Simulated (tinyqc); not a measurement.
# Surface potential of a MOS transistor: implicit equation and explicit approximations, step by step

Numbers from tinyqc (`OMP_NUM_THREADS=1 python tinyqc.py 2122157 2122158 out.jsonl`; about 0.01 s on one thread of a shared Intel Xeon 2.30GHz). Printed values are rounded.

p-type body, charge-sheet picture, depletion and inversion only, full ionisation (an idealisation for deep acceptors), Boltzmann statistics (rough once Na exp(x - xn) passes about Nc/7). In units of Vt: xg = (Vg - Vfb)/Vt, x = psi/Vt, G = gamma/sqrt(Vt), xn = (2 phiF + Vc)/Vt. The implicit equation is (xg - x)^2 = G^2 [x - 1 + exp(x - xn)] for x above about 3. Cox = eps0 eox/tox.

Parameters, values chosen for the exercise; band and dielectric values close to those of germanium: temperature T = 250 K; band gap Eg = 0.672 eV; relative permittivity eps_r = 16.2; conduction-band density of states at T Nc = 7.76e18 cm^-3; valence-band density of states at T Nv = 4.59e18 cm^-3; relative permittivity of the gate insulator (close to silicon nitride) eox = 7.41; insulator thickness tox = 6.1 nm; acceptor density Na = 1.1e17 cm^-3; flat-band voltage Vfb = -0.64 V; channel-body voltage Vc = 0 V; gate-body voltage Vg = -0.31 V.

Constants: q = 1.602176634e-19 C, kB = 1.380649e-23 J/K, Vt = kB T/q, eps0 = 8.8541878128e-14 F/cm where lengths are in cm. Results are converted to the units shown.

## Scales

ni = sqrt(Nc Nv) exp(-Eg/(2 Vt)), Eg in volts; phiF = Vt ln(Na/ni); gamma = sqrt(2 q eps0 eps_r Na)/Cox; VT = Vfb + Vt (xn + G sqrt(xn - 1)).

phiF = 0.249962 V
gamma = 0.209055 V^0.5
G = 1.42431
xn = 23.2055
VT = 0.00451788 V
xg = 15.3180

## Explicit approximation

Depletion value a = 1 + [sqrt(G^2/4 + xg - 1) - G/2]^2; inversion value b = xn + ln[(xg - xn)^2/G^2 - xn + 1] and first guess y = min(a, b) - ln(1 + exp(-|a - b|)) if a > xn + 1, else b = y = a; one second-order correction with D = exp(y - xn), p = 2 (xg - y) + G^2 (1 + D), w = (xg - y)^2 - G^2 (y - 1 + D): z = y + 2 w/(p + sqrt(p^2 - 2 (2 - G^2 D) w)), or the Newton step z = y + w/p where the root is not real.

a = 10.8482
b = 10.8482
y = 10.8482
p = 10.9682
w = -8.71953e-6
z = 10.8482

The root of the implicit equation is x = 10.8482; y misses it by 7.9e-7 and z by -1.8e-15, in units of Vt (Newton branch).

## Starting value

x = y rounded to two decimals.

x at the start = 10.85

## Iteration 1: new x

D = exp(x - xn), f = (xg - x)^2 - G^2 (x - 1 + D), f' = -2 (xg - x) - G^2 (1 + D), x(new) = x - f/f'.

D = 4.30586e-6
f = -0.0196288
f' = -10.9646
x after iteration 1 = 10.8482

## Iteration 2: new x

As before.

D = 4.29816e-6
f = 3.20480e-6
f' = -10.9682
x after iteration 2 = 10.8482

## Course of the iteration

Stop when the step is below 1e-11, or after 60 iterations.

Course of the iteration:
```
iteration,x before the step,step
1,10.85,-1.79e-3
2,10.8482,2.92e-7
3,10.8482,7.11e-15
```

Converged in 3 iterations.

## Potential, charges and gate control

converged x = 10.8482

psi = Vt x; N_dep = Cox Vt G sqrt(x - 1)/q; N_inv = (Cox Vt G/q) [sqrt(x - 1 + exp(x - xn)) - sqrt(x - 1)]; dpsi/dVg = 1/[1 + G^2 (1 + exp(x - xn))/(2 (xg - x))].

psi = 0.233707 V
N_dep = 6.46432e11 cm^-2
N_inv = 1.4106e5 cm^-2
dpsi/dVg = 0.815040

psi lies 12 Vt below 2 phiF + Vc.
